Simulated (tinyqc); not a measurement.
# Short-channel transistor, virtual-source model with series resistance: several studies

The current per gate width is the charge at the top of the source barrier (the virtual source) times its velocity times a saturation function; al and be are fitting constants of the model. Units: I in uA/um, Rs in ohm um, so I Rs = 1e-6 I Rs in volts; Q in uC/cm^2, so I = 1e-4 Q vx0 Fsat with vx0 in cm/s.

Values chosen for this exercise: temperature T = 400 K; inversion capacitance Cinv = 1.33 uF/cm^2; velocity at the virtual source vx0 = 5.97e6 cm/s; apparent mobility mu = 1000 cm^2/(V s); channel length L = 65 nm; threshold at zero drain voltage VT0 = 0.291 V; drain-induced barrier lowering dl = 0.026 V/V; subthreshold factor n0 = 1.19; growth of n with drain voltage nd = 0 1/V; threshold shift (in units of Vt) from weak to strong inversion al = 3.5; sharpness of saturation be = 1.6; series resistance of each contact Rs = 50 ohm um.

Constants: q = 1.602176634e-19 C, kB = 1.380649e-23 J/K, Vt = kB T/q. Results are converted to the units shown.

Each table varies one quantity; the others keep the values above.

## Effect of the channel length on the on and off currents

Intrinsic voltages Vg' = Vgs - I Rs, Vd' = Vds - 2 I Rs. n = n0 + nd Vd', VT = VT0 - dl Vd', Ff = 1/(1 + exp((Vg' - VT + al Vt/2)/(al Vt))), Q = Cinv n Vt ln(1 + exp((Vg' - VT + al Vt Ff)/(n Vt))), Vdsat = (vx0 L/mu)(1 - Ff) + Vt Ff, Fsat = u/(1 + u^be)^(1/be) with u = Vd'/Vdsat, and I = Q vx0 Fsat per width. I is solved self-consistently. Ion is I at Vgs = Vds = 0.6 V, Ioff at Vgs = 0, Vds = 0.6 V, and Rlin = Vds/I at Vgs = 0.6 V, Vds = 0.05 V. mu, vx0, VT0, dl and n0 are held fixed.

Effect of the channel length on the on and off currents:
```
L (nm)  Ion (uA/um)  Ioff (nA/um)  log10(Ion/Ioff)  Rlin (ohm um)
10            251.3         483.7            2.716          222.2
15            251.2         483.7            2.715          230.9
24            251.0         483.6            2.715          247.9
36            250.6         483.4            2.715          271.9
55            249.9         483.2            2.714          311.0
85            248.5         482.8            2.711          374.2
130           245.7         482.2            2.707          470.5
200           240.5         481.3            2.699          622.6
```

What does the table show?

As L goes from 10 to 200 nm, Ion falls from 251 to 241 uA/um, Ioff stays near 483 nA/um and Rlin rises from 222 to 623 ohm um. Ion changes by a factor of 0.957 and Ioff by 0.995. Below threshold Vdsat is near Vt, so L and mu hardly reach the off current. At L = 200 nm the channel is long for this model, whose fixed vx0 belongs to short devices.

## Effect of the series resistance of each contact on the on and off currents

Same model as above.

Results:
```
Rs (ohm um)  Ion (uA/um)  Ioff (nA/um)  log10(Ion/Ioff)  Rlin (ohm um)
0                  259.5         483.3            2.730          274.0
50                 249.5         483.1            2.713          332.0
100                240.2         482.8            2.697          407.7
150                231.6         482.6            2.681          494.2
200                223.7         482.3            2.666          586.4
300                209.3         481.8            2.638          778.3
400                196.8         481.3            2.612          974.4
```

Estimate the missing row, Rs = 25 ohm um.

Computed row:
```
Rs (ohm um)  Ion (uA/um)  Ioff (nA/um)  log10(Ion/Ioff)  Rlin (ohm um)
25                 254.4         483.2            2.721          300.4
```

With this row back in the table: As Rs goes from 0 to 400 ohm um, Ion falls from 260 to 197 uA/um, Ioff stays near 483 nA/um and Rlin rises from 274 to 974 ohm um. Ion changes by a factor of 0.758 and Ioff by 0.996. The off current drops so little voltage over Rs that it changes by under 1 %.

## Supply voltage at a fixed off current

For each supply Vdd, VT0 is set so that I(Vgs = 0, Vds = Vdd) = 1 nA/um; Ion = I(Vdd, Vdd); C = Cinv L + 0.75 fF/um of parasitic capacitance; delay C Vdd/Ion, energy C Vdd^2.

Supply voltage at a fixed off current:
```
Vdd (V)  VT0 (V)  Ion (uA/um)  delay (ps)  energy (fJ/um)
0.4      0.55462       6.1322      105.31         0.25832
0.5      0.55737       26.931      29.975         0.40363
0.6      0.56006       71.470      13.554         0.58122
0.7      0.56272       132.09      8.5558         0.79110
0.8      0.56536       200.56      6.4398          1.0333
0.9      0.56799       272.96      5.3233          1.3077
1        0.57061       347.34      4.6482          1.6145
1.1      0.57323       422.68      4.2016          1.9535
```

What does the comparison show?

The VT0 needed rises from 0.555 to 0.573 V and Ion rises from 6.13 to 423 uA/um. The delay falls from 105 to 4.20 ps, while the energy grows as Vdd^2. Going from 0.4 to 0.5 V changes the delay by -72 %, going from 1 to 1.1 V by -9.6 %.

Numbers from tinyqc (`OMP_NUM_THREADS=1 python tinyqc.py 2380156 2380157 out.jsonl`; about 0.02 s on one thread of a shared Intel Xeon 2.30GHz).
